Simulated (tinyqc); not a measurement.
Time-domain thermoreflectance: layered heat flow under a modulated pulse train, and what the signal ratio measures. Changing the boundary conductance G under the metal. Computed by tinyqc, a small Python program. Command: `OMP_NUM_THREADS=1 python tinyqc.py 3112778 3112779 out.jsonl tdtr sweep`. One thread of a shared host (Intel(R) Xeon(R) Processor @ 2.30GHz), about 0.1 s of CPU time with the checks.

Pulses repeat at 80 MHz; heat is laid down at the surface, all layers are isotropic.

Inputs (values chosen for the exercise, modelled on aluminium on silica):

| quantity | value | unit |
|---|---|---|
| metal thickness d | 100 | nm |
| metal conductivity | 160 | W/(m K) |
| metal heat capacity | 2.42 | MJ/(m^3 K) |
| substrate conductivity kappa | 1.31 | W/(m K) |
| substrate heat capacity C | 1.65 | MJ/(m^3 K) |
| modulation frequency f | 5 | MHz |
| spot radius w (1/e^2, pump and probe) | 8.1 | micrometre |
| delay t | 510 | ps |

Stack: metal, substrate.

Method:
- Penetration depth sqrt(kappa/(pi f C)); effusivity sqrt(kappa C); cooling time of the metal d C_m/G; Kapitza length kappa/G.
- For radial wave number k and angular frequency W each layer has u = sqrt(4 pi^2 k^2 + i W C/kappa) and gamma = kappa u. Surface impedance from below: Z = 1/gamma for the substrate; a layer of thickness L maps Z to (Z + tanh(u L)/gamma)/(1 + gamma Z tanh(u L)); a boundary adds 1/G.
- Response per absorbed watt H(W) = 2 pi int_0^(2/w) Z(k, W) exp(-pi^2 k^2 w^2) k dk by 20 Gauss-Legendre points.
- Signal: X + iY = sum_(m = -M..M) H(2 pi (f + m f_r)) exp(i 2 pi m f_r t) exp(-pi (m/M)^2 x 4), f_r = 80 MHz, M = 4000, with H(-W) the complex conjugate of H(W); V_in = X, V_out = Y, ratio = -V_in/V_out.

One run for each value:

| boundary conductance G under the metal (MW/(m^2 K)) | ratio -V_in/V_out | V_in (K/mW) | cooling time of the metal (ps) |
|---|---|---|---|
| 10 | 0.88529 | 0.33405 | 24200 |
| 19 | 0.95061 | 0.31621 | 12737 |
| 37 | 0.97091 | 0.29890 | 6541 |
| 72 | 0.96733 | 0.28600 | 3361 |
| 140 | 0.95595 | 0.27688 | 1729 |
| 270 | 0.94555 | 0.27104 | 896 |
| 520 | 0.93856 | 0.26760 | 465 |
| 1000 | 0.93448 | 0.26570 | 242 |

Describe the trends.

Over the rows, ratio -V_in/V_out goes from 0.885 through a maximum among these rows, 0.971 at 37.0, to 0.934; V_in (K/mW) falls from 0.334 to 0.266 (exponent d ln y / d ln x -0.086 between the first rows and -0.011 between the last); cooling time of the metal (ps) falls from 24200 to 242 (exponent d ln y / d ln x about -1.0 throughout).

Extremes, crossings and ranges named in words are read from the listed rows.
